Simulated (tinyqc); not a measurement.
What moves the results: six-band hole subbands of a thin body in a field. A value that a table varies takes the place of the one given here.

Basis X, Y, Z times spin, hole energies counted downwards from the unstrained edge (the hydrostatic shift is left out), c = hbar^2/2m0. For a symmetric tensor T let C(T) have C_XX = L Txx + M (Tyy + Tzz), C_XY = N Txy (cyclic), L = c (g1 + 4 g2), M = c (g1 - 2 g2), N = 6 c g3. k = q + kz n, n the unit normal, q = k1 u + k2 v with u along the channel [1-10] and v = n x u. H = C(k k^T) + (Dso/3)(1 - L.sigma) - B + e F z with (L_k)_ij = -i epsilon_kij; B is the block C built from the traceless strain with 2b, -b and sqrt(3) d in place of L, M, N. Strain: exx = eyy = (s11 + s12) sx/2, ezz = s12 sx, exy = -s44 sx/4. Hard walls at z = 0 and t; basis sin(j pi z/t), j = 1 to Nz: kz^2 = (j pi/t)^2, kz = -i D with D_jl = 4 j l/(t (j^2 - l^2)), z_jj = t/2 and z_jl = -8 t j l/(pi (j^2 - l^2))^2 for j + l odd; 1 MV/cm = 0.01 eV/angstrom.

Nz = 14. E1 is the top subband at q = 0, gap the distance to the next pair, and the masses are c q^2/(E(q) - E1) at |q| = 0.02 1/angstrom (mean of the spin pair) along the channel [1-10] and across it in the plane; a dash marks a band that does not rise.

Constants: hbar^2/2m0 = 3.80998211 eV angstrom^2.

Parameters, chosen for this exercise (near those of a p-type Si channel; shifted at random, so the results belong to these values and not to a real crystal):
- g1 = 4.3 (Luttinger gamma1)
- g2 = 0.34 (gamma2)
- g3 = 1.45 (gamma3)
- Dso = 0.044 eV (spin-orbit splitting)
- b = -2.06 eV (tetragonal potential)
- d = -4.89 eV (trigonal potential)
- S = (7.66, -2.11, 12.57) 1/TPa (compliances s11, s12, s44)
- face = 110 (surface)
- t = 35 angstrom (body thickness)
- F = 0.8 MV/cm (field across the body)
- sx = -2 GPa (stress along the channel [1-10], negative in compression)

## Stress along the channel

Each row has its own sx.

Results:

| sx (GPa) | E1 (meV) | gap (meV) | m channel | m across |
|---|---|---|---|---|
| -3.0 | 0.5 | 72.5 | 0.113 | 0.276 |
| -2.0 | 37.1 | 72.4 | 0.114 | 0.276 |
| -1.0 | 73.6 | 72.4 | 0.114 | 0.276 |
| -0.5 | 91.8 | 72.3 | 0.114 | 0.276 |
| 0.0 | 110.0 | 72.2 | 0.114 | 0.277 |
| 0.5 | 128.2 | 71.9 | 0.115 | 0.277 |
| 1.0 | 146.2 | 70.5 | 0.116 | 0.277 |

Under 2 GPa of compression the channel mass stays at 0.114 m0, the mass across from 0.277 to 0.276; the gap to the next subband is 72, 72 and 70 meV at -2, 0 and +1 GPa. The lightest channel mass of the table, 0.113 m0, is at -3.0 GPa. Compression changes the channel mass little here, since confinement on this face has already singled out the orbital that the stress favours.

## Surface orientation and number of bands

Three faces, six bands; and four bands, with Dso set to 1000 eV.

Results:

| case | E1 (meV) | gap (meV) | m channel | m across |
|---|---|---|---|---|
| (001) 6 bands | 182.0 | 107.7 | 0.160 | 2.688 |
| (001) 4 bands | 213.4 | 104.1 | 0.204 | 0.516 |
| (110) 6 bands | 37.1 | 72.4 | 0.114 | 0.276 |
| (110) 4 bands | 149.0 | 182.5 | 0.147 | 0.290 |
| (111) 6 bands | 103.6 | 114.5 | 0.135 | 1.138 |
| (111) 4 bands | 142.6 | 153.9 | 0.171 | 0.205 |

With six bands the top subband is shallowest on (110) (37.1 meV) and deepest on (001). Without the stress E1 would be 243.6, 110.0 and 164.6 meV, so the stress moves it by -61.6, -72.9 and -61.0 meV. The lightest channel mass is on (110) (0.114 m0). Dropping the split-off band moves E1 by 31.4, 111.9 and 39.0 meV and the gap by -3.6, 110.1 and 39.4 meV on the three faces, with Dso = 44 meV.

## What each parameter does

Six bands. Each row changes one parameter from the base and keeps the others.

Results:

| case | E1 (meV) | gap (meV) | m channel (m0) | m across (m0) |
|---|---|---|---|---|
| base | 37.1 | 72.4 | 0.114 | 0.276 |
| t = 25 angstrom | 37.3 | 76.9 | 0.113 | 0.276 |
| F = 1.1 MV/cm | 60.1 | 89.5 | 0.114 | 0.276 |
| sx = -2.5 GPa | 18.8 | 72.5 | 0.114 | 0.276 |
| g3 = 1.35 | 62.7 | 93.8 | 0.117 | 0.276 |
| g2 = 0.39 | 42.3 | 76.5 | 0.114 | 0.284 |
| Dso = 0.066 eV | 43.4 | 72.5 | 0.114 | 0.277 |
| d = -3.91 eV | 47.7 | 72.4 | 0.114 | 0.276 |

The largest shifts from the base row, up to three for each result and ties (the steps differ in size, so this ranks the rows, not the parameters). E1 (meV): g3 +25.5, F +23.0, sx -18.3. gap (meV): g3 +21.3, F +17.0, t +4.4; unchanged at the printed digits by d. m channel (m0): g3 +0.004, t -0.001; unchanged at the printed digits by F, sx, g2, Dso and d. m across (m0): g2 +0.008, Dso +0.000; unchanged at the printed digits by t, F, sx, g3 and d.

Program tinyqc; command `OMP_NUM_THREADS=1 python tinyqc.py 1250880 1250881 out.jsonl`; about 0.3 s on one thread of a shared Intel(R) Xeon(R) Processor @ 2.30GHz.
